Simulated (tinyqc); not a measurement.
Equilibrium and kinetic segregation of a solute to boundaries and growing surfaces: one step, computed by the program tinyqc.

Question. How fast the boundary fills. McLean kinetics from a uniform start, fed from both sides, with a constant enrichment beta = theta_inf/x0: (theta - x0)/(theta_inf - x0) = 1 - exp(s^2) erfc(s), s = 2 sqrt(D t)/(beta delta); half filling at s = 0.7691, t = (0.7691 beta delta/2)^2/D. D is an input and does not follow T.

Inputs (values chosen for the exercise, modelled on a solute in a copper line):
```
quantity,value,unit
total solute fraction x0,0.015,-
temperature T,950,K
grain size d,29,nm
boundary thickness delta,0.4,nm
bulk diffusivity D,2.7e-20,m^2/s
anneal time t,800,s
```

coverage theta_inf = 0.8223222

Give: s; degree of filling; time to half filling; diffusion length sqrt(D t).

Answer.

s = 0.42388

degree of filling = 0.34310

time to half filling = 2633.7 s

diffusion length sqrt(D t) = 4.6476 nm

Caution: half of theta_inf exceeds the equilibrium coverage of grains of this size, so half filling is never reached in them. Caution: by the time of half filling the diffusion length reaches across the grain, so the real time is longer or half filling is never reached.
